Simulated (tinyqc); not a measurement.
True capacitance, leakage and series resistance from two frequencies.

Problem. A capacitance C in parallel with G and in series with Rs is measured as Cp and D = Gp/(w Cp) at two frequencies. The series reading Cs = Cp (1 + D^2) equals C + G^2/(w^2 C), and Re Z = D/(w Cp (1 + D^2)) = Rs + G/(G^2 + w^2 C^2). Find C, G and Rs.

f (Hz): [1e6, 3e6]
Cp (pF): [162.050663, 101.961318]
D: [0.546139284, 0.985940553]

Answer. w^2 Cs = w^2 C + G^2/C is a straight line in w^2 with slope C; the intercept gives G, and the real part then gives Rs.

C = 199.9 pF
G = 287.5 uS
Rs = 240.0 ohm

Computed by the program tinyqc: `OMP_NUM_THREADS=1 python tinyqc.py 2022079 2022080 out.jsonl`, one thread of a shared Intel Xeon 2.30GHz, about 0.01 s for the whole run.
